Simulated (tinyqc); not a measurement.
# Modulation-doped quantum well, Poisson-Schroedinger loop: mixing schemes compared

A well of width L centred at z = 0 between barriers Vb; effective-mass electrons, parabolic bands. The electrons come from donor sheets outside the mesh, a share fL of Ns on the left and the rest on the right, so the structure is neutral. Energies are counted from the band edge of the well, with U = 0 on the first node in the Hartree part.

V0 = 0 in the well and Vb outside, plus q Fz z (1 kV/cm = 1e-4 eV/nm).

Tridiagonal Hamiltonian with psi = 0 one step beyond both ends: H_ii = C (1/m_(i-1/2) + 1/m_(i+1/2))/hz^2 + V0_i + U_i, H_(i,i+1) = -C/(m_(i+1/2) hz^2), C = hbar^2/(2 m0). The lowest 3 level(s) are kept, normalised to hz sum |psi|^2 = 1.

Level k holds N_k = D_k Vt ln(1 + exp((EF - E_k)/Vt)) with D = md m0 q/(pi hbar^2) per eV (spin included); EF is fixed by sum N_k = Ns.

n_i = sum_k N_k |psi_k|^2 (converted to cm^-3). Hartree part by Gauss: on the interval after node i the enclosed sheet charge is S_i = fL Ns - hz sum_(j<=i) n_j, and U_(i+1) = U_i + q S_i hz/(eps0 eps_r) in eV, U_1 = 0. Mixing: U(new) = U + a (U(out) - U).

Rounds from U = 0 until the largest |U(out) - U| is below 1e-7 eV (the round that meets it is counted). Anderson mixing of depth m keeps the last m inputs V and residuals F = V(out) - V(in), fits c by least squares to F = dF c over their successive differences dF, dV, and sets V(new) = V + a F - (dV + a dF) c.

Parameters, values chosen for the exercise; material values those of a made-up well: temperature T = 20 K; in-plane mass md = 0.0431 m0; barrier height Vb = 0.485 eV; relative permittivity (all layers) eps_r = 12.5; well width L = 12.6 nm; mesh step hz = 1.4 nm; sheet density of electrons Ns = 8.2e11 cm^-2; share of the donors on the left side fL = 0.7; applied field along z Fz = 0 kV/cm.

Constants: q = 1.602176634e-19 C, kB = 1.380649e-23 J/K, hbar = 1.054571817e-34 J s, m0 = 9.1093837015e-31 kg, Vt = kB T/q, eps0 = 8.8541878128e-14 F/cm where lengths are in cm, hbar^2/(2 m0) = 0.0380998212 eV nm^2. Results are converted to the units shown.

| node | z (nm) |
|---|---|
| 1 | -9.8 |
| 2 | -8.4 |
| 3 | -7 |
| 4 | -5.6 |
| 5 | -4.2 |
| 6 | -2.8 |
| 7 | -1.4 |
| 8 | 0 |
| 9 | 1.4 |
| 10 | 2.8 |
| 11 | 4.2 |
| 12 | 5.6 |
| 13 | 7 |
| 14 | 8.4 |
| 15 | 9.8 |

mass on the intervals 1/2, 3/2, ... (mean of both at an interface) (m0): [0.0694, 0.0694, 0.0694, 0.05505, 0.0407, 0.0407, 0.0407, 0.0407, 0.0407, 0.0407, 0.0407, 0.0407, 0.05505, 0.0694, 0.0694, 0.0694]

Rounds needed:

| a | depth m | rounds |
|---|---|---|
| 1 | plain | 10 |
| 0.8 | plain | 10 |
| 0.6 | plain | 16 |
| 0.4 | plain | 27 |
| 0.2 | plain | 60 |
| 0.1 | plain | 126 |
| 0.5 | 2 | 11 |
| 0.5 | 4 | 7 |
| 0.5 | 8 | 7 |

What do the numbers show?

Among the plain runs a = 1 is fastest, with 10 rounds: the response of the charge is weak enough that no damping is needed. Anderson mixing needs 7 to 11 rounds.

Numbers from tinyqc (`OMP_NUM_THREADS=1 python tinyqc.py 2140123 2140124 out.jsonl`; about 0.2 s on one thread of a shared Intel Xeon 2.30GHz).
